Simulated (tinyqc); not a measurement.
Angle series: uniform film or islands? Model: X-ray photoelectron analysis of a thin oxide on a semiconductor: attenuation lengths, thickness, angle series and band offsets. Computed by tinyqc, a small Python program. Command: `OMP_NUM_THREADS=1 python tinyqc.py 3110292 3110293 out.jsonl xps walk`. One thread of a shared host (Intel(R) Xeon(R) Processor @ 2.30GHz), about 0.01 s of CPU time with the checks.

The same element is seen in the oxide and in the substrate, at nearly the same kinetic energy; films are flat and uniform, and the work function is ignored.

Inputs (values chosen for the exercise, modelled on SiO2 on 4H-SiC):

| quantity | value | unit |
|---|---|---|
| photon energy | 1253.6 | eV |
| binding energy of the core level | 100.5 | eV |
| oxide density | 2.26 | g/cm^3 |
| oxide formula mass | 60.08 | g/mol |
| valence electrons per oxide formula | 16 | - |
| oxide gap | 9.06 | eV |
| substrate density | 3.21 | g/cm^3 |
| substrate formula mass | 40.1 | g/mol |
| valence electrons per substrate formula | 8 | - |
| substrate gap | 3.26 | eV |
| oxide thickness d | 0.62 | nm |
| emission angle from the normal | 60 | degrees |
| attenuation length over inelastic mean free path | 0.87 | - |
| carbon overlayer | 0.36 | nm |

Method:
- TPP-2M: lambda = E/(E_p^2 [b ln(c E) - C/E + D/E^2]) in angstrom, E_p = 28.8 sqrt(N_v rho/M), b = -0.10 + 0.944/sqrt(E_p^2 + E_g^2) + 0.069 rho^0.1, c = 0.191/sqrt(rho), U = N_v rho/M, C = 1.97 - 0.91 U, D = 53.4 - 20.8 U, with E = photon energy less binding energy in eV.
- Attenuation length L = factor x lambda.
- R_0 = (rho_o/M_o) L_o/((rho_s/M_s) L_s); peak ratio R = I_ox/I_sub = R_0 [exp(d/(L_o cos theta)) - 1]; hence d = L_o cos theta ln(1 + R/R_0). A carbon layer weakens both peaks alike, by exp(-d_C/(L_o cos theta)) if its L is taken equal to L_o. This R_0 leaves out intrinsic losses from the substrate peak, so calibrated values can be larger.
- Islands: half of the surface carries 2 d and half none, R = R_0 (1/2)(1 - t)/(1/2 + t/2) with t = exp(-2 d/(L_o cos theta)); the apparent thickness is read with the uniform formula.

R_0 = 0.625051

L in the oxide = 2.92541 nm

Against the angle:

| theta (degrees) | R, uniform | R, islands | apparent d, islands (nm) |
|---|---|---|---|
| 0 | 0.14756 | 0.13052 | 0.55479 |
| 20 | 0.15814 | 0.13863 | 0.55067 |
| 35 | 0.18456 | 0.15820 | 0.54067 |
| 45 | 0.21845 | 0.18193 | 0.52844 |
| 55 | 0.27940 | 0.22099 | 0.50797 |
| 65 | 0.40701 | 0.28958 | 0.47065 |
| 75 | 0.79251 | 0.42156 | 0.39030 |

What does the comparison show, and why?

A uniform film gives d = 0.62 nm at every angle. The island film of the same volume reads 0.555 nm at normal emission and 0.390 nm at 75 degrees; its ratio cannot pass R_0, since the bare half always shows the substrate. Caution: beyond about 60 degrees elastic scattering and roughness make a single attenuation length unreliable.

Extremes, crossings and ranges named in words are read from the listed rows.
